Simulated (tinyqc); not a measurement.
Energy and delay of logic against supply voltage: two steps of the calculation.

One expression serves below and above threshold: I(Vg) = Ik [ln(1 + exp((Vg - VT + dd V)/(al nf Vt)))]^al, with I_on = I(V) and I_off = I(0). Gate delay td = kd C V/I_on, clock period LD td. Per gate and cycle the switching energy is act C V^2 and the leakage energy I_off V LD td. No short-circuit current, no variation. Minima are sought above 0.09 V; below a few Vt gates no longer switch and the model has no meaning.

Inputs (values chosen for the exercise); values of the order met in logic technologies: temperature T = 300 K; threshold voltage at zero drain bias VT = 0.43 V; slope factor nf = 1.34; barrier lowering per volt of supply dd = 0.05; specific current of a gate Ik = 0.78 uA; exponent of the current law al = 1.46; load capacitance of a gate C = 1.7 fF; delay factor kd = 1; logic depth LD = 16; activity factor act = 0.3; supply voltage V = 0.83 V.

Constants: q = 1.602176634e-19 C, kB = 1.380649e-23 J/K, Vt = kB T/q. Results are converted to the units shown.

Problem 1. Currents, delay and energies. I_on, I_off, td, clock frequency 1/(LD td), both energies and their sum.

Wanted: I_on; I_off; td; clock frequency; switching energy; leakage energy; energy.

Solution 1.

I_on = 18.447 uA
I_off = 0.010505 nA
td = 76.488 ps
clock frequency = 0.81713 GHz
switching energy = 351.34 aJ
leakage energy = 0.010671 aJ
energy = 351.35 aJ

I_on/I_off = 1.76e6; leakage makes up 0.00304 % of the energy.

Problem 2. New V. Minimum-energy supply: E(V) is the energy per gate and cycle; with h = 0.001 V, E' = (E(V + h) - E(V - h))/(2 h), E'' = (E(V - h) - 2 E(V) + E(V + h))/h^2, V(new) = V - E'/E''.

V at the start = 0.18 V

Give: E'; E''; V after iteration 1.

Solution 2.

E' = 97.040 aJ/V
E'' = 2255.7 aJ/V^2
V after iteration 1 = 0.13698 V

Numbers from tinyqc (`OMP_NUM_THREADS=1 python tinyqc.py 2082190 2082191 out.jsonl`; about 0.01 s on one thread of a shared Intel Xeon 2.30GHz).
